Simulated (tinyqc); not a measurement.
Worked calculation: Luttinger-Kohn k.p, four valence bands. One step of it, computed by the program tinyqc.

Problem. Levels at k. Diagonalise the Hermitian matrix.

H(k) at k (eV), order 3/2, 1/2, -1/2, -3/2:
```
[[0.042091, 0.013743-0.005991i, -0.010569+0.015576i, 0.000000],
 [0.013743+0.005991i, 0.028619, 0.000000, -0.010569+0.015576i],
 [-0.010569-0.015576i, 0.000000, 0.028619, -0.013743+0.005991i],
 [0.000000, -0.010569-0.015576i, -0.013743-0.005991i, 0.042091]]
```

Give: eigenvalues.

Solution.

eigenvalues (eV): [0.0104, 0.0104, 0.0603, 0.0603]
